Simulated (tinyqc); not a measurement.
Finite line against the semi-infinite law: electromigration in a confined line: Blech product, Korhonen stress evolution and Black's law. Computed by tinyqc, a small Python program. Command: `OMP_NUM_THREADS=1 python tinyqc.py 3001668 3001669 out.jsonl emigr walk`. One thread of a shared host (Intel(R) Xeon(R) Processor @ 2.30GHz), about 0.01 s of CPU time with the checks.

The electron wind pushes atoms from the cathode (x = 0) to the anode (x = L); blocking ends build a back stress (tension positive). The input rho is taken not to change with temperature. d sigma/dt = d/dx [kappa (d sigma/dx + G)], with zero flux at both ends and sigma = sigma_0 at t = 0.

Inputs (values chosen for the exercise, close to those used for copper lines): resistivity rho = 3.62 micro-ohm cm; atomic volume Omega = 11.8 angstrom^3; effective charge number Z* = 0.96; prefactor D0 = 1e-08 m^2/s; activation energy E = 0.845 eV; effective modulus B = 17 GPa; critical stress sigma_c = 100 MPa; initial stress sigma_0 = 44 MPa; current density j = 5.7 MA/cm^2; line length L = 99 um; test temperature T = 210 C.

Start: thermal stress.

Constants: e = 1.602176634e-19 C; k_B = 8.617333262e-05 eV/K; k_B = 1.380649e-23 J/K.

Method:
- G = Z* e rho j/Omega; D = D0 exp(-E/(k_B T)); kappa = D B Omega/(k_B T); drift velocity of an unconfined line v = D Z* e rho j/(k_B T). SI: 1 micro-ohm cm = 1e-8 ohm m, 1 MA/cm^2 = 1e10 A/m^2.
- Temperatures in kelvin are T(C) + 273.15.
- At steady state sigma(x) = sigma_0 + G (L/2 - x). A void forms only if the cathode stress reaches sigma_c, that is if j L exceeds (j L)_c = 2 Omega (sigma_c - sigma_0)/(Z* e rho). Time scale tau = L^2/kappa.
- sigma(x, t) = sigma_0 + G L [1/2 - x/L - 4 sum_(m odd) cos(m pi x/L) exp(-m^2 pi^2 s)/(m pi)^2], s = t/tau, summed to m = 399.
- Semi-infinite line: sigma(0, t) = sigma_0 + 2 G L sqrt(s/pi). One-term form: keep m = 1 alone.

tau = 5902.94 h

stress gradient G = 26.8957 MPa/um

Cathode stress (MPa):
```
s           t (h)  full series  semi-infinite  one term
0.002  1.1806e+01        178.4          178.4     317.3
0.005  2.9515e+01        256.5          256.5     348.2
0.01   5.9029e+01        344.5          344.5     397.6
0.02   1.1806e+02        468.9          468.9     489.5
0.05   2.9515e+02        715.1          715.8     716.5
0.1    5.9029e+02        973.1          994.1     973.1
0.2    1.1806e+03       1225.4         1387.7    1225.4
0.4    2.3612e+03       1354.5         1944.2    1354.5
0.8    4.7223e+03       1374.9         2731.3    1374.9
```

What does the comparison show, and why?

Among these rows the semi-infinite law holds to 1 % up to s = 0.05 and the one-term form from s = 0.05 on: the far end is felt once sqrt(kappa t) is no longer small against L, and by then the terms with m > 1 have nearly died out. The critical stress 100 MPa is already passed in the first row. Caution: rows beyond sigma_c are formal, since a void ends the model there.
